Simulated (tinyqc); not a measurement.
Inside a calculation. Method: CCSD on RHF in the 3-21g basis, for H2, spin multiplicity 1. Computed by tinyqc, a small Python program that keeps every step (integrals from PySCF). Settings: charge = 0, multiplicity = 1, basis = 3-21g, method = RHF, energy threshold = 1e-10, iteration cap = 78, orthogonalisation = symmetric, start = atomic densities, DIIS depth = 6, amplitude equations = CCSD, DIIS depth for amplitudes = 6, cap on updates = 57. Command: `OMP_NUM_THREADS=1 python tinyqc.py 30265 30266 out.jsonl` (the two numbers bound the seeds that draw the settings). One thread of a shared host (Intel(R) Xeon(R) Processor @ 2.60GHz), about 0.2 s of CPU time with the checks. The early iterations of the SCF are left out here.

## One-electron integrals

Geometry (angstrom):
```
atom         x         y         z
H     0.000000  0.000000  0.000000
H     0.000000  0.000000  0.818000
```

Basis 3-21g: exponents (1/bohr^2) and contraction coefficients of normalised primitives:
```
element  l (shell)  exponent  coefficient
H            s (1)  5.447178     0.156285
H            s (1)  0.824547     0.904691
H            s (2)  0.183192     1.000000
```

Overlap, kinetic and nuclear-attraction integrals over the contracted functions; the nuclear repulsion is the sum of Za Zb / Rab.

nuclear repulsion = 0.64691591 hartree

overlap S, lower triangle:
```
          1H 1s     1H 2s     2H 1s     2H 2s
1H 1s  1.000000
1H 2s  0.645899  1.000000
2H 1s  0.334028  0.449998  1.000000
2H 2s  0.449998  0.803428  0.645899  1.000000
```

kinetic energy T (hartree), lower triangle:
```
          1H 1s     1H 2s     2H 1s     2H 2s
1H 1s  1.549405
1H 2s  0.293152  0.274788
2H 1s  0.120165  0.154884  1.549405
2H 2s  0.154884  0.188559  0.293152  0.274788
```

nuclear attraction V (hartree), lower triangle:
```
           1H 1s      1H 2s      2H 1s      2H 2s
1H 1s  -2.365188
1H 2s  -1.189325  -1.209750
2H 1s  -0.758968  -0.858872  -2.365188
2H 2s  -0.858872  -1.022416  -1.189325  -1.209750
```

core Hamiltonian H = T + V (hartree), lower triangle:
```
           1H 1s      1H 2s      2H 1s      2H 2s
1H 1s  -0.815784
1H 2s  -0.896174  -0.934962
2H 1s  -0.638804  -0.703988  -0.815784
2H 2s  -0.703988  -0.833857  -0.896174  -0.934962
```

## Two-electron integrals

Functions are numbered as in S; the eight-fold symmetry (ij|kl) = (ji|kl) = (kl|ij) leaves the list below.

Two-electron integrals (ij|kl) in chemists' order, unique and non-zero (hartree):
```
(11|11) 1.140145   (21|11) 0.611403   (21|21) 0.345152   (22|11) 0.626370
(22|21) 0.380329   (22|22) 0.482957   (31|11) 0.306620   (31|21) 0.174959
(31|22) 0.195299   (31|31) 0.116459   (32|11) 0.303585   (32|21) 0.184167
(32|22) 0.230204   (32|31) 0.130086   (32|32) 0.166905   (33|11) 0.624179
(33|21) 0.387465   (33|22) 0.501217   (33|31) 0.306620   (33|32) 0.418326
(33|33) 1.140145   (41|11) 0.418326   (41|21) 0.237129   (41|22) 0.263104
(41|31) 0.130086   (41|32) 0.140078   (41|33) 0.303585   (41|41) 0.166905
(42|11) 0.473933   (42|21) 0.289740   (42|22) 0.374320   (42|31) 0.166305
(42|32) 0.207871   (42|33) 0.473933   (42|41) 0.207871   (42|42) 0.311747
(43|11) 0.387465   (43|21) 0.239418   (43|22) 0.311624   (43|31) 0.174959
(43|32) 0.237129   (43|33) 0.611403   (43|41) 0.184167   (43|42) 0.289740
(43|43) 0.345152   (44|11) 0.501217   (44|21) 0.311624   (44|22) 0.420854
(44|31) 0.195299   (44|32) 0.263104   (44|33) 0.626370   (44|41) 0.230204
(44|42) 0.374320   (44|43) 0.380329   (44|44) 0.482957
```

## Orthogonalisation

S = U s U^T; symmetric (Loewdin) form X = U s^(-1/2) U^T, so that X^T S X = 1.

eigenvalues of S: 0.125557  0.447981  0.736987  2.689475

X, lower triangle:
```
           1H 1s      1H 2s      2H 1s     2H 2s
1H 1s   1.250924
1H 2s  -0.481670   1.794492
2H 1s  -0.106413   0.049325   1.250924
2H 2s   0.049325  -0.835166  -0.481670  1.794492
```

## Iteration 5 (converged): orbitals

converged F (hartree), lower triangle:
```
           1H 1s      1H 2s      2H 1s      2H 2s
1H 1s   0.137335
1H 2s  -0.477941  -0.345496
2H 1s  -0.495635  -0.484787   0.137335
2H 2s  -0.484787  -0.396365  -0.477941  -0.345496
```

Diagonalise F' = X^T F X, C = X C', fill 1 alpha and 1 beta electrons from the bottom; D = 2 C_occ C_occ^T. Each column has its largest component positive (the first on a tie).

F' = X^T F X (hartree), lower triangle:
```
           1          2          3         4
1   0.757693
2  -0.626435   0.279999
3  -0.412942  -0.125567   0.757693
4  -0.125567  -0.231112  -0.626435  0.279999
```

orbital energies (hartree): MO1 -0.569595, MO2 0.241197, MO3 0.963234, MO4 1.440549

coefficients C:
```
            MO1        MO2        MO3        MO4
1H 1s  0.277954   0.124784   0.819240  -1.023029
1H 2s  0.329722   1.458775  -0.667007   1.212643
2H 1s  0.277954  -0.124784   0.819240   1.023029
2H 2s  0.329722  -1.458775  -0.667007  -1.212643
```

D after iteration 5, lower triangle:
```
          1H 1s     1H 2s     2H 1s     2H 2s
1H 1s  0.154517
1H 2s  0.183295  0.217433
2H 1s  0.154517  0.183295  0.154517
2H 2s  0.183295  0.217433  0.183295  0.217433
```

## Convergence

Stop when the energy changes by less than 1e-10 hartree and every element of the error matrix X^T (F D S - S D F) X is below 3e-06.

Course of the cycle:
```
iteration  E (hartree)     change  largest element of the error matrix
1          -0.79163318          -                             1.12e-01
2          -1.11813659  -3.27e-01                             1.82e-02
3          -1.11863603  -4.99e-04                             1.83e-03
4          -1.11864116  -5.13e-06                             6.07e-07
5          -1.11864116  -4.53e-13                             2.70e-07
```

PySCF RHF in the same basis = -1.11864116 hartree

Converged in 5 iterations.

## Integrals over molecular orbitals

(pq|rs) = sum C_ip C_jq C_kr C_ls (ij|kl), one index at a time.

one-electron integrals over orbitals h = C^T H C (hartree), lower triangle:
```
           1          2          3         4
1  -1.195962
2   0.000000  -0.575755
3  -0.155575   0.000000  -0.028832
4   0.000000   0.202944   0.000000  0.285877
```

Two-electron integrals over orbitals (pq|rs), unique and non-zero (hartree):
```
(11|11) 0.626367    (21|21) 0.097212    (22|11) 0.457082    (22|22) 0.413853
(31|11) 0.155575    (31|22) 0.060944    (31|31) 0.108529    (32|21) -0.008354
(32|32) 0.034784    (33|11) 0.550298    (33|22) 0.414506    (33|31) 0.130714
(33|33) 0.507262    (41|21) -0.080673   (41|32) -0.035378   (41|41) 0.123381
(42|11) -0.141808   (42|22) -0.063742   (42|31) -0.080054   (42|33) -0.114076
(42|42) 0.076148    (43|21) -0.104629   (43|32) -0.017178   (43|41) 0.127401
(43|43) 0.156275    (44|11) 0.639026    (44|22) 0.469362    (44|31) 0.194053
(44|33) 0.579127    (44|42) -0.169879   (44|44) 0.716603
```

## CCSD: starting amplitudes

t_ij^ab = <ij||ab> / (e_i + e_j - e_a - e_b), whose energy is MP2.

Starting amplitudes (spin orbitals 1a, 1b, ...; amplitudes related by a flip of all spins are not repeated):
```
from      to          t
1a 1b  2a 2b  -0.059949
1a 1b  3a 3b  -0.035402
1a 1b  4a 4b  -0.030690
1a 1b  2a 4b   0.028598
```

correlation energy = -0.01807055 hartree

## CCSD: amplitude update 1

t_i^a D_i^a and t_ij^ab D_ij^ab are set to the remaining terms of the spin-orbital equations, evaluated with the old amplitudes; for the doubles these are <ij||ab> + 1/2 <ab||ef> t_ij^ef + 1/2 <mn||ij> t_mn^ab + P(ij)P(ab) <mb||ej> t_im^ae + terms in t^2 + terms with t1, D the orbital-energy denominators.

Amplitudes after update 1 (spin orbitals 1a, 1b, ...; amplitudes related by a flip of all spins are not repeated):
```
from      to          t
1a 1b  2a 2b  -0.083938
1a 1b  3a 3b  -0.042449
1a 1b  2a 4b   0.039625
1a 1b  4a 4b  -0.035887
1a        3a   0.004262
```

correlation energy = -0.02358596 hartree

## CCSD: amplitude update 2

As before.

Amplitudes after update 2 (spin orbitals 1a, 1b, ...; amplitudes related by a flip of all spins are not repeated):
```
from      to          t
1a 1b  2a 2b  -0.093622
1a 1b  2a 4b   0.044016
1a 1b  3a 3b  -0.043579
1a 1b  4a 4b  -0.036788
1a        3a   0.006317
```

correlation energy = -0.02546729 hartree

## CCSD: convergence

E_corr = 1/4 sum <ij||ab> t_ij^ab + 1/2 sum <ij||ab> t_i^a t_j^b; stop when the norm of the change is below 1e-8.

Course of the amplitude iterations:
```
update  correlation energy (hartree)  norm of the change
0                        -0.01807055                   -
1                        -0.02358596            6.01e-02
2                        -0.02546729            2.34e-02
3                        -0.02662480            9.44e-03
4                        -0.02661047            3.79e-04
5                        -0.02661085            1.93e-05
6                        -0.02661060            2.05e-06
7                        -0.02661062            1.87e-07
8                        -0.02661062            6.63e-08
9                        -0.02661062            1.69e-10
```

Converged amplitudes (spin orbitals 1a, 1b, ...; amplitudes related by a flip of all spins are not repeated):
```
from      to          t
1a 1b  2a 2b  -0.100363
1a 1b  2a 4b   0.046974
1a 1b  3a 3b  -0.043444
1a 1b  4a 4b  -0.037011
1a        3a   0.007645
```

CCSD total energy = -1.14525178 hartree

T1 diagnostic, norm of the one-spin t1 over sqrt(correlated electrons) = 0.005406

Converged in 9 updates, with DIIS from the third.
